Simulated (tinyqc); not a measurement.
Length of a molecular wire: coherent transport through a tight-binding bridge. Computed by the program tinyqc. T = Gamma_L Gamma_R |G_1n|^2 with the self-energies of semi-infinite chains.

A uniform bridge between two chains:
```
parameter                        value
site energy (eV)              2.300000
hopping in the bridge (eV)    1.340000
lead hopping (eV)             2.210000
couplings (eV)              0.67, 0.99
E (eV)                        0.160000
```

Transmission against length:
```
sites           T    ln T
2      6.8295e-02  -2.684
3      1.6027e-01  -1.831
4      8.7863e-01  -0.129
5      1.4852e-01  -1.907
7      7.2346e-02  -2.626
8      1.9839e-01  -1.618
9      7.7035e-01  -0.261
10     1.2469e-01  -2.082
```

Estimate the missing row, sites = 6.

Computed row:
```
sites           T    ln T
6      6.7051e-02  -2.702
```

E lies inside the band of the bridge (|E - e|/2h = 0.799 < 1): T does not decay but oscillates with length, between 0.067 and 0.879 here, as levels of the bridge pass E.
